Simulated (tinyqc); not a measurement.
Extended Hueckel theory, for BeH2, step by step. Computed by tinyqc, a small Python program that keeps every step (integrals from PySCF). Settings: charge = 0, K = 1.5, weighted = 1, multiplicity = 1. Command: `OMP_NUM_THREADS=1 python tinyqc.py 26823 26824 out.jsonl` (the two numbers bound the seeds that draw the settings). One thread of a shared host (Intel(R) Xeon(R) Processor @ 2.60GHz), about 0.01 s of CPU time with the checks.

## Overlaps

Geometry (angstrom):
```
atom,x,y,z
Be,0.000000,0.000000,0.000000
H,0.000000,1.238000,0.118000
H,0.000000,-1.238000,0.118000
```

Parameters chosen for this run:
```
element,shell,Slater exponent,H_ii (eV)
Be,2s,0.975000,-10.000000
Be,2p,0.975000,-6.000000
H,1s,1.300000,-13.600000
```

Slater orbitals, each expanded in six Gaussians scaled to its exponent.

overlap S:
```
,1Be 2s,1Be 2px,1Be 2py,1Be 2pz,2H 1s,3H 1s
1Be 2s,1.000000,0.000000,0.000000,0.000000,0.484341,0.484341
1Be 2px,0.000000,1.000000,0.000000,0.000000,0.000000,0.000000
1Be 2py,0.000000,0.000000,1.000000,0.000000,0.558013,-0.558013
1Be 2pz,0.000000,0.000000,0.000000,1.000000,0.053187,0.053187
2H 1s,0.484341,0.000000,0.558013,0.053187,1.000000,0.044315
3H 1s,0.484341,0.000000,-0.558013,0.053187,0.044315,1.000000
```

## Wolfsberg-Helmholz matrix

diagonal H_ii (eV): 1Be 2s -10.000000, 1Be 2px -6.000000, 1Be 2py -6.000000, 1Be 2pz -6.000000, 2H 1s -13.600000, 3H 1s -13.600000

K = 1.500000

H_ij = K' S_ij (H_ii + H_jj)/2 for i != j (the diagonal keeps H_ii), with K' = K + D^2 + D^4 (1 - K), D = (H_ii - H_jj)/(H_ii + H_jj), K = 1.5.

H (eV):
```
,1Be 2s,1Be 2px,1Be 2py,1Be 2pz,2H 1s,3H 1s
1Be 2s,-10.000000,0.000000,0.000000,0.000000,-8.704280,-8.704280
1Be 2px,0.000000,-6.000000,0.000000,0.000000,0.000000,0.000000
1Be 2py,0.000000,0.000000,-6.000000,0.000000,-8.963198,8.963198
1Be 2pz,0.000000,0.000000,0.000000,-6.000000,-0.854327,-0.854327
2H 1s,-8.704280,0.000000,-8.963198,-0.854327,-13.600000,-0.904021
3H 1s,-8.704280,0.000000,8.963198,-0.854327,-0.904021,-13.600000
```

## Orbitals

valence electrons = 4

Solve H C = S C e through S^(-1/2); fill by pairs from the bottom, a degenerate level sharing its electrons equally; each orbital has its largest coefficient positive (the first on a tie).

orbital energies (eV): -14.817290  -13.739233  -6.064770  -6.000000  1.046006  18.473709

occupations: 2.000000  2.000000  0.000000  0.000000  0.000000  0.000000

coefficients:
```
,MO1,MO2,MO3,MO4,MO5,MO6
1Be 2s,0.328702,0.000000,-0.175747,0.000000,1.298046,0.000000
1Be 2px,0.000000,0.000000,0.000000,1.000000,0.000000,0.000000
1Be 2py,0.000000,0.201259,0.000000,0.000000,0.000000,1.682273
1Be 2pz,0.007787,0.000000,0.984611,0.000000,0.201036,0.000000
2H 1s,0.518263,0.600681,0.059964,0.000000,-0.778329,-1.068181
3H 1s,0.518263,-0.600681,0.059964,0.000000,-0.778329,1.068181
```

sum of one-electron energies = -57.113048 eV

## Mulliken analysis

P = C n C^T; charge = valence electrons (Be 2, H 1) minus the sum of (P S)_ii on the atom; overlap population = 2 sum P_ij S_ij between two atoms.

charges: 1Be 1.102042, 2H -0.551021, 3H -0.551021

Overlap populations:
```
pair,value
2-1,0.600735
3-1,0.600735
3-2,-0.016347
```
